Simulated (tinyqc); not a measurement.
Inside a calculation. Method: plane-wave Kohn-Sham cycle with exchange-only LDA in a layered model solid. One step of it, computed by the program tinyqc.

Question. Iteration 2: Hamiltonian at one k. H(m,m') = (k + G_m)^2/2 delta + V(G_m - G_m'), with V(-G) = V(G).

A solid whose potential varies along x alone (atomic units):

| parameter | value |
|---|---|
| period a | 4.200000 |
| cross-section of the cell | 39.000000 |
| electrons per cell | 4 |
| grid points | 16 |
| plane waves -n..n, n | 2 |
| k points | 4 |
| V1 in V1 cos(2 pi x/a) | -0.410000 |
| V2 in V2 cos(4 pi x/a) | 0.040000 |

V(G_m), m = 0, 1, 2, ... (hartree): -0.285501  -0.202856  0.021035  0.000097  0.000008

k = 0.125000 2 pi / a

Give: H.

Answer.

H (hartree), lower triangle:
```
        -2      -1      +0      +1     +2
-2   3.648
-1  -0.203   0.571
+0   0.021  -0.203  -0.268
+1   0.000   0.021  -0.203   1.131
+2   0.000   0.000   0.021  -0.203  4.767
```
